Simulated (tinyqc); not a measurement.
Inside a calculation: inversion layer as a triangular well, valleys of the Si type. Values are carried at full precision from step to step, so a last printed digit may differ when a step is redone from the rounded ones.

Six ellipsoidal valleys with their long axes along the cube axes, mass ml along the axis and mt across it. For a valley whose axis makes the angle theta with the surface normal, 1/m_z = cos^2(theta)/ml + sin^2(theta)/mt sets the confinement; in the plane the masses are m_1 = mt and m_2 = ml mt/m_z, and m_d = sqrt(m_1 m_2).

Constants: e^2/(4 pi eps0) = 14.39964547 eV angstrom; hbar^2/2m0 = 3.80998211 eV angstrom^2; kB = 8.617333262e-05 eV/K.

Inputs chosen for the exercise (near those of Si; not measured data): ml = 0.913 m0 (longitudinal mass); mt = 0.186 m0 (transverse mass); face = 110 (surface); eps = 11.5 (dielectric constant); Ns = 3 x 1e12/cm^2 (electron sheet density); Nd = 0.19 x 1e12/cm^2 (depletion charge); eta = 0.5 (share of Ns in the effective field); T = 400 K (temperature); tox = 13 angstrom (SiO2-equivalent oxide thickness).

## Valley masses on the (110) face

Group the valleys by their angle to the normal, heaviest m_z first.

Valleys (masses in m0):
```
valleys g  cos^2(theta)     m_z     m_1     m_2     m_d
4                0.5000  0.3090  0.1860  0.5495  0.3197
2                0.0000  0.1860  0.1860  0.9130  0.4121
```

The 4 valleys with the heaviest m_z will give the lowest ladder of subbands.

## Effective field

The field is taken as constant, e F = 4 pi (e^2/4 pi eps0)(Nd + eta Ns)/eps, with 1e12/cm^2 = 1e-4/angstrom^2, and the oxide as a hard wall at z = 0; c = hbar^2/2m0.

Find e F, and F in MV/cm (1 MV/cm = 0.01 V/angstrom).

e F = 0.00265920 eV/angstrom
F = 0.2659 MV/cm

## Subband ladders

Level j of a valley lies at E_j = a_j (c (e F)^2/m_z)^(1/3) above the band edge at the surface, with the Airy zeros a_j = 2.338107, 4.087949, 5.520560, 6.786708, 7.944134, 9.022651, 10.040174, 11.008524, 11.936016, 12.828777, and has <z> = 2 E_j/(3 e F).

The ten lowest levels of all groups of valleys together, j = 0, 1, ..., c = hbar^2/2m0; primes mark the groups with lighter m_z.

Subbands:
```
label  valleys g  m_d (m0)  E (eV)  <z> (angstrom)
0              4    0.3197  0.1037           25.99
0'             2    0.4121  0.1228           30.78
1              4    0.3197  0.1813           45.44
1'             2    0.4121  0.2147           53.82
2              4    0.3197  0.2448           61.37
2'             2    0.4121  0.2899           72.69
3              4    0.3197  0.3009           75.44
4              4    0.3197  0.3522           88.31
3'             2    0.4121  0.3564           89.36
5              4    0.3197  0.4001          100.30
```

The second subband is 0', 19.1 meV above the first.

## Fermi level and populations

Subband i holds n_i = g m_d/(2 pi c) kB T ln(1 + exp((EF - E_i)/kB T)) (spin included), and EF is fixed by sum n_i = Ns over the levels listed or, where none are listed, over j = 0 to 9 of each group; 1e12/cm^2 = 1e-4/angstrom^2.

Solve for EF; c = hbar^2/2m0. The mean distance is sum n_i <z>_i/Ns.

EF = 0.0281 eV

Populations:
```
label  (EF - E)/kB T  n (1e12/cm^2)  share (%)
0              -2.19          1.946       64.9
0'             -2.75          0.736       24.5
1              -4.44          0.215        7.2
1'             -5.41          0.053        1.8
2              -6.29          0.034        1.1
2'             -7.60          0.006        0.2
3              -7.92          0.007        0.2
4              -9.41          0.002        0.1
3'             -9.53          0.001        0.0
5             -10.79          0.000        0.0
```

mean distance from the surface = 29.72 angstrom

The lowest subband holds 64.9 % of the electrons and is partly degenerate (EF within a few kB T of its edge).

## Effect on the gate capacitance

The charge sits at the mean distance <z> from the surface, which adds (3.9/eps) <z> to the oxide thickness; C/Cox = tox/(tox + 3.9 <z>/eps). The density-of-states term is left out.

added thickness = 10.08 angstrom
C/Cox = 0.563

## Checks

- Lowest level by finite differences against the Airy formula, eV: both 0.1037.

Run: tinyqc, `OMP_NUM_THREADS=1 python tinyqc.py 1250445 1250446 out.jsonl`; Intel(R) Xeon(R) Processor @ 2.30GHz, one thread, shared host; about 0.02 s of CPU time with all checks.
